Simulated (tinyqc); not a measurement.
# Junction parameters from two forward currents

Inverse problem. D(v) = J1 (exp(v/Vt) - 1) + J2 (exp(v/(2 Vt)) - 1). Find J1, J2 and the voltage 2 Vt ln(J2/J1) near which both parts are equal.

Inputs (values chosen for the exercise):
- T = 330 K (temperature)

Constants: q = 1.602176634e-19 C, kB = 1.380649e-23 J/K, Vt = kB T/q. Results are converted to the units shown.

junction voltages (V): [0.34, 0.66]
currents (uA/um): [1.4056500e-6, 0.026718708]

Solution. The current is linear in J1 and J2, so two points give two equations.

J1 = 2.20e-12 uA/um
J2 = 2.70e-9 uA/um
crossover = 0.405 V

Numbers from tinyqc (`OMP_NUM_THREADS=1 python tinyqc.py 2182212 2182213 out.jsonl`; about 0.2 s on one thread of a shared Intel Xeon 2.30GHz).
